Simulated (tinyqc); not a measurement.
From results back to parameters: direct gap of a germanium-like layer under biaxial tension. Five cases, with inputs chosen for the exercise.

Problem. A (001) layer under biaxial tension e_par has ezz = -2 (C12/C11) e_par, Ec = Eg + ac tr(e), E(HH) = -P - Q and E(LH) = -P + (Q - Dso + sqrt(Dso^2 + 2 Dso Q + 9 Q^2))/2 with P = -av tr(e), Q = -b (e_par - ezz). The transition from the light-hole edge is given.

Find: e_par; Ec - E(HH).

Method. Ec - E(LH) falls steadily with tension, so bisection between 0 and 4 % gives the only root; then Ec - E(HH) = Eg + (ac - av) tr(e) + Q.

Case 1.

Values chosen (near those of Ge, gaps at low temperature; the results hold for these values, not for the real material): Eg = 0.897 eV (gap at Gamma to the s-like level); Dso = 0.288 eV (spin-orbit splitting); ac = -8.23 eV (conduction deformation potential); av = 1.22 eV (valence hydrostatic potential); b = -2.57 eV (tetragonal shear potential); C11 = 127 GPa; C12 = 47.7 GPa.

Ec - E(LH) = 0.599777 eV

Solution.

e_par = 1.650 %
Ec - E(HH) = 0.7765 eV

Case 2.

Values chosen (near those of Ge, gaps at low temperature; the results hold for these values, not for the real material): Eg = 0.901 eV (gap at Gamma to the s-like level); Dso = 0.287 eV (spin-orbit splitting); ac = -8.09 eV (conduction deformation potential); av = 1.23 eV (valence hydrostatic potential); b = -2.51 eV (tetragonal shear potential); C11 = 128.8 GPa; C12 = 48.5 GPa.

Ec - E(LH) = 0.745678 eV

Solution.

e_par = 0.910 %
Ec - E(HH) = 0.8353 eV

Case 3.

Values chosen (near those of Ge, gaps at low temperature; the results hold for these values, not for the real material): Eg = 0.914 eV (gap at Gamma to the s-like level); Dso = 0.293 eV (spin-orbit splitting); ac = -8.36 eV (conduction deformation potential); av = 1.25 eV (valence hydrostatic potential); b = -2.6 eV (tetragonal shear potential); C11 = 127.1 GPa; C12 = 47.5 GPa.

Ec - E(LH) = 0.519569 eV

Solution.

e_par = 2.120 %
Ec - E(HH) = 0.7551 eV

Case 4.

Values chosen (near those of Ge, gaps at low temperature; the results hold for these values, not for the real material): Eg = 0.911 eV (gap at Gamma to the s-like level); Dso = 0.288 eV (spin-orbit splitting); ac = -8.1 eV (conduction deformation potential); av = 1.26 eV (valence hydrostatic potential); b = -2.5 eV (tetragonal shear potential); C11 = 126 GPa; C12 = 47.8 GPa.

Ec - E(LH) = 0.820943 eV

Solution.

e_par = 0.540 %
Ec - E(HH) = 0.8720 eV

Case 5.

Values chosen (near those of Ge, gaps at low temperature; the results hold for these values, not for the real material): Eg = 0.903 eV (gap at Gamma to the s-like level); Dso = 0.292 eV (spin-orbit splitting); ac = -8.29 eV (conduction deformation potential); av = 1.23 eV (valence hydrostatic potential); b = -2.57 eV (tetragonal shear potential); C11 = 127.1 GPa; C12 = 48.3 GPa.

Ec - E(LH) = 0.851104 eV

Solution.

e_par = 0.310 %
Ec - E(HH) = 0.8804 eV

Computed by tinyqc, one run a case: `OMP_NUM_THREADS=1 python tinyqc.py N N+1 out.jsonl` with N = 1050945, 1050954, 1050974, 1050992, 1050995; one thread of a shared Intel(R) Xeon(R) Processor @ 2.30GHz, about 0.01 s a run at most.
